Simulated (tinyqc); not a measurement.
Coherent transport through a tight-binding region between two chains, step by step. One step of it, computed by the program tinyqc.

Task: Transmission at E = 0.9 eV. Surface Green function g = (E - i sqrt(4 t^2 - E^2)) / (2 t^2); self-energy tc^2 g on each contact site; G = (E - H - Sigma)^(-1); Gamma = -2 Im Sigma; T = Gamma_L Gamma_R |G_LR|^2; local density of states -Im G_ii / pi.

H of the central region (eV):
```
,1,2,3,4,5,6
1,0.000000,-1.740000,0.000000,0.000000,0.000000,-1.740000
2,-1.740000,0.850000,-1.740000,0.000000,0.000000,0.000000
3,0.000000,-1.740000,0.850000,-1.740000,0.000000,0.000000
4,0.000000,0.000000,-1.740000,0.850000,-1.740000,0.000000
5,0.000000,0.000000,0.000000,-1.740000,0.850000,-1.740000
6,-1.740000,0.000000,0.000000,0.000000,-1.740000,0.000000
```

Leads: semi-infinite chains with site energy 0:
```
parameter,value
lead hopping t (eV),2.980000
coupling to the left lead (eV),0.340000
coupling to the right lead (eV),1.430000
left contact site,1
right contact site,2
```

E = 0.900000 eV

Give: g; G; local density of states; transmission.

Result:

g = 0.051-0.332i 1/eV

G (1/eV):
```
,1,2,3,4,5,6
1,-0.076-0.063i,0.304+0.019i,0.093-0.055i,-0.306-0.017i,-0.084+0.055i,0.309+0.015i
2,0.304+0.019i,-0.085-0.009i,0.265+0.014i,0.078+0.008i,-0.267-0.015i,-0.070-0.008i
3,0.093-0.055i,0.265+0.014i,-0.079-0.048i,0.312-0.013i,0.070+0.049i,-0.314+0.012i
4,-0.306-0.017i,0.078+0.008i,0.312-0.013i,-0.087-0.008i,0.265+0.013i,0.079+0.007i
5,-0.084+0.055i,-0.267-0.015i,0.070+0.049i,0.265+0.013i,-0.077-0.049i,0.312-0.012i
6,0.309+0.015i,-0.070-0.008i,-0.314+0.012i,0.079+0.007i,0.312-0.012i,-0.088-0.007i
```

local density of states (1/eV): 0.020  0.003  0.015  0.002  0.016  0.002

transmission = 0.010
